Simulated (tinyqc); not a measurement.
What each parameter does: donor near an oxide interface in a gate field (two-state model).

Interface at z = 0 (hard wall), donor at z = d, field F pulling electrons to the interface: potential e F z; 1 kV/cm = 1e-5 eV/angstrom, c = hbar^2/2m0, q = e^2/(4 pi eps0), Q = (eps - eo)/(eps + eo). Donor state: E_D = e F d - ED - q Q/(4 eps d), the last term joining the images of ion and electron. Interface state: z exp(-b z/2) exp(-rho^2/(2 L^2)) with E_z = c b^2/(4 mz) + 3 e F/b + q Q b/(8 eps), minimised over b; in the plane at z = 3/b the ion (distance D = d - 3/b) and its image (D' = d + 3/b) give E_rho = c/(mt L^2) - (q/eps)(sqrt(pi)/L)[erfcx(D/L) + Q erfcx(D'/L)], erfcx(x) = exp(x^2) erfc(x), minimised over L. E_I = E_z + E_rho.

The two states couple by t = t0 exp(-D/aD) with t0 = q/(eps aD) (2 aD/L) sqrt(aD b/2) v, v a valley factor; this form is an estimate. With detuning u = E_D - E_I the splitting is sqrt(u^2 + 4 t^2) and the lower state has weight (1 - u/sqrt(u^2 + 4 t^2))/2 on the donor.

Constants: hbar^2/2m0 = 3.80998211 eV angstrom^2; e^2/(4 pi eps0) = 14.39964547 eV angstrom.

Values chosen for the exercise (near those of a donor in Si below Si3N4, static dielectric constants; shifted at random, so the results belong to these values and not to a real crystal):
```
symbol  value  unit      meaning
d       80     angstrom  depth of the donor
ED      31.6   meV       bulk binding energy
mz      0.914  m0        mass across the interface
mt      0.188  m0        mass in the plane
eps     11.5             dielectric constant of the semiconductor
eo      7.5              dielectric constant of the oxide
aD      15.7   angstrom  donor radius
v       0.39             valley factor
```

Critical field (E_D = E_I), and t and L there.

One parameter was then changed.

Results before and after:
```
case,critical field (kV/cm),t (meV),L (angstrom)
base,62.0,0.603,68.1
changed,62.0,0.836,68.1
```

Which of these changes was made? (a) mt = 0.216 m0; (b) ED = 37.6 meV; (c) aD = 17.3 angstrom; (d) eps = 12.2; (e) d = 95 angstrom; (f) mz = 0.777 m0; (g) eo = 11.2.

Answer: (c) aD = 17.3 angstrom. Of the candidates, run in turn, only this one gives the changed row.

All candidates:
```
case,critical field (kV/cm),t (meV),L (angstrom)
base,62.0,0.603,68.1
d = 95 angstrom,50.1,0.231,77.4
ED = 37.6 meV,75.1,0.532,69.6
aD = 17.3 angstrom,62.0,0.836,68.1
mz = 0.777 m0,64.7,0.645,67.3
mt = 0.216 m0,60.6,0.651,63.9
eo = 11.2,58.7,0.555,70.4
eps = 12.2,64.4,0.545,70.0
```

(tinyqc, `OMP_NUM_THREADS=1 python tinyqc.py 1251726 1251727 out.jsonl`, Intel(R) Xeon(R) Processor @ 2.30GHz, 1 thread, shared host, about 0.1 s.)
